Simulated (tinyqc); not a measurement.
Decay of LO phonons and the hot-phonon bottleneck in the cooling of electrons: one step, computed by the program tinyqc.

n(E, T) = 1/(exp(E/(k_B T)) - 1) is the Bose occupation. Electrons have a temperature T_e; the LO modes within their reach share one occupation N; the decay products stay at the lattice temperature.

Question. Lifetime and Raman width. Decay rate 1/tau = (1/tau_0) [1 + 2 n(hbar omega/2)]. Full width Gamma = 1/(2 pi c tau) in 1/cm, c in cm/s.

Inputs (values chosen for the exercise, modelled on aluminium nitride): LO energy hbar omega = 112 meV; lifetime at T = 0, tau_0 = 1.4 ps; lattice temperature T = 300 K.

Decay channel: two equal phonons (Klemens).

Constants: k_B = 8.617333262e-05 eV/K; c = 299792458 m/s.

Give: thermal factor tau_0/tau; phonon lifetime tau; Raman width Gamma; equilibrium LO occupation N_0.

Answer.

thermal factor tau_0/tau = 1.259

phonon lifetime tau = 1.112 ps

Raman width Gamma = 4.774 1/cm

equilibrium LO occupation N_0 = 0.01331

Stimulated decay shortens the lifetime by 21 %.
